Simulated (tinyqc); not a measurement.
States in the gap of a film: thin (001) film in sp3s* tight binding with raised dangling bonds.

Planes alternate anion (a), cation (c) along [001], a/4 apart, starting with an anion; zero in-plane momentum; levels counted from the bulk Ev, the lower root of [[Epa, Vxx], [Vxx, Epc]]; no spin-orbit coupling. Block of s, pz, s*: from an anion to the cation above, Vss/2 (s,s), Vsapc/2 (s,z), -Vscpa/2 (z,s), Vxx/2 (z,z), Vxapc/2 (s*,z), -Vpaxc/2 (z,s*); to the cation below the same with the s-z and s*-z signs reversed. Block of u = (px + py)/sqrt2 and v = (px - py)/sqrt2: to the cation above (Vxx + Vxy)/2 for u and (Vxx - Vxy)/2 for v, to the cation below the reverse. Each surface atom has two dangling sp3 hybrids; raising both by dl adds (dl/2) [[1, t], [t, 1]] to its s, pz levels (t = -1 at the bottom face, +1 at the top) and dl to the one of u, v in whose plane the missing bonds lie (v for a bottom anion or a top cation, u for a top anion).

Values chosen for the exercise (out of a larger set: near a published set for Si, fitted to gaps, whose masses and valley positions are rough; not measured data): p = (-4.182, 1.715, -4.182, 1.715, 6.761, 6.761, -8.312, 1.716, 4.627, 5.726, 5.726, 5.371, 5.371) eV (order Esa, Epa, Esc, Epc, Exa, Exc, Vss, Vxx, Vxy, Vsapc, Vscpa, Vxapc, Vpaxc); Nw = 17 (planes in the thicker film).

edges (eV): Gamma 3.43200, Delta 1.20388

Levels between 0 and the lower bulk edge, the largest weight on the two outer planes of both faces among them, and the nearest levels outside, for several shifts dl.

Film of Nw planes:

| dl (eV) | levels in the gap | at (eV) | surface weight | next above (eV) | next below (eV) |
|---|---|---|---|---|---|
| 0 | 2 | 0.229, 0.336 | 0.77 | 1.2897 | -0.1552 |
| 1 | 2 | 0.736, 0.779 | 0.84 | 1.2955 | -0.1493 |
| 2 | 1 | 1.196 | 0.53 | 1.2124 | -0.1458 |
| 3 | 0 | - | - | 1.2701 | -0.1435 |
| 5 | 0 | - | - | 1.2789 | -0.1407 |
| 10 | 0 | - | - | 1.2816 | -0.1375 |
| 30 | 0 | - | - | 1.2828 | -0.1344 |
| 100 | 0 | - | - | 1.2831 | -0.1331 |

Can the levels of the bare film be read as confined subbands?

No: with bare surfaces (dl = 0) 2 levels lie in the bulk gap, with up to 77 % of the weight on the four outer planes, two a face, where an even spread gives 24 %; these are dangling-bond states, not subbands. The reruns show the bulk gap clear from dl = 3 eV on, and at dl = 30 eV the next level above lies -0.3 meV from its value at 100 eV.

Computed by tinyqc, a small Python program: `OMP_NUM_THREADS=1 python tinyqc.py 1481892 1481893 out.jsonl` (the numbers bound the seed that draws the inputs); one thread of a shared host (Intel(R) Xeon(R) Processor @ 2.30GHz), about 0.3 s for the whole set of steps.
